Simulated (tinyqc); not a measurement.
Pi bands of a honeycomb layer in tight binding, step by step. Values are carried at full precision from step to step, so a last printed digit may differ when a step is redone from the rounded ones.

Lattice vectors a (1,0) and a (1/2, sqrt3/2); f = exp(i ky a/sqrt3) + 2 cos(kx a/2) exp(-i ky a/(2 sqrt3)), w = |f|. H = [[D - t2 F, -t f], [., -D - t2 F]] with F = w^2 - 3, S = [[1, s0 f], [., 1]]; the levels solve det(H - E S) = 0. K = (4 pi/3a, 0), M = (pi/a, pi/(sqrt3 a)); w = 3, 1, 0 at Gamma, M, K.

Constants: hbar = 6.58211957e-16 eV s.

Inputs chosen for the exercise (of the size used for graphene; not measured data): a = 2.46 angstrom (lattice constant); t = 2.98 eV (nearest hopping); t2 = 0.3 eV (second-neighbour hopping); s0 = 0.093 (overlap of neighbours); D = 0 eV (+D on A, -D on B); k = (1.1, 0.49) 1/angstrom (wave vector).

## H and S at one k

Form f, w, F and the two matrices.

f = 1.17371+0.49374i
w = 1.27333
F = -1.37862

H (eV):
```
                 A                B
A           0.4136  -3.4977-1.4714i
B  -3.4977+1.4714i           0.4136
```

S:
```
                  A                 B
A           1.00000  0.10915+0.04592i
B  0.10915-0.04592i           1.00000
```

## The secular equation

det(H - E S) = 0 reads (e - E)^2 - D^2 - (t + s0 E)^2 w^2 = 0 with e = -t2 (w^2 - 3), that is c2 E^2 + 2 c1 E + c0 = 0 with c2 = 1 - s0^2 w^2, c1 = -(e + t s0 w^2), c0 = e^2 - D^2 - t^2 w^2.

c2, c1, c0: 0.9860  -0.8629  -14.2274

levels (eV): -3.0230  4.7734

## Levels at Gamma, M and K

Solve the quadratic (e - E)^2 - D^2 - (t + s0 E)^2 w^2 = 0 with e = -t2 (w^2 - 3), for w = 3, 1, 0.

Levels (eV):

| point | w | lower | upper | difference |
|---|---|---|---|---|
| Gamma | 3 | -8.3972 | 9.9029 | 18.3001 |
| M | 1 | -2.1775 | 3.9471 | 6.1246 |
| K | 0 | 0.9000 | 0.9000 | 0.0000 |

Measured from the middle of the levels at K (0.900 eV), the upper band reaches 9.003 eV and the lower -9.297 eV at Gamma: the lower band is the wider; overlap stretches the upper band and positive t2 the lower. In the real layer the upper band is the wider one. The saddle points at M give the absorption peak at 6.125 eV in this one-electron picture.

## Near K

w = (sqrt3/2) a q to first order in the distance q from K. Effective hopping t* = t + 3 t2 s0, hbar v = (sqrt3/2) a t*, v in m/s = hbar v x 1e-10/hbar.

hbar v = 6.5270 eV angstrom
v = 9.916e+05 m/s

## Checks

- Roots of the quadratic against the generalised eigenproblem: they agree to 1e-10 or better.

tinyqc: `OMP_NUM_THREADS=1 python tinyqc.py 1451391 1451392 out.jsonl`; about 0.01 s, one thread, shared Intel(R) Xeon(R) Processor @ 2.30GHz.
